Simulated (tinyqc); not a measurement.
Microkinetic model of a Langmuir-Hinshelwood surface reaction A + (1/2) B2 = AB with Bronsted-Evans-Polanyi barriers: one step, computed by the program tinyqc. Command: `OMP_NUM_THREADS=1 python tinyqc.py 3006936 3006937 out.jsonl microkin walk`. One thread of a shared host (Intel(R) Xeon(R) Processor @ 2.30GHz), about 0.01 s of CPU time with the checks.

A adsorbs in equilibrium; B2 dissociates irreversibly on two free sites; adsorbed A and B react irreversibly and AB leaves at once. theta_A + theta_B + theta_* = 1.

Task: Constants. K_A = exp(-(E_A + T S_A)/(k_B T)) per bar; barriers E1 = max(b1 + a1 2 E_B, 0), E2 = b2 - a2 (E_A + E_B); k1 = (k_B T/h) exp(-S_B/k_B) exp(-E1/(k_B T)) per bar, k2 = (k_B T/h) exp(-E2/(k_B T)), h = 2 pi hbar.

Inputs (values chosen for the exercise, for a model catalyst):

| quantity | value | unit |
|---|---|---|
| adsorption energy of A, E_A | -1.16 | eV |
| adsorption energy per B atom, E_B | -0.866 | eV |
| entropy loss of A, S_A | 1.9 | meV/K |
| entropy loss of B2, S_B | 1.5 | meV/K |
| slope a1 of the dissociation barrier | 0.64 | - |
| intercept b1 | 1.1 | eV |
| slope a2 of the reaction barrier | 0.42 | - |
| intercept b2 | 0.28 | eV |
| temperature T | 775 | K |

Constants: k_B = 8.617333262e-05 eV/K; hbar = 6.582119569e-16 eV s.

Give: barrier E1; barrier E2; K_A; k1; k2.

Result:

barrier E1 = 0 eV

barrier E2 = 1.13092 eV

K_A = 0.009286 1/bar

k1 = 4.451e+05 1/(bar s)

k2 = 7.142e+05 1/s

Caution: the linear relation gives a negative E1, which is set to zero: dissociation is not activated.
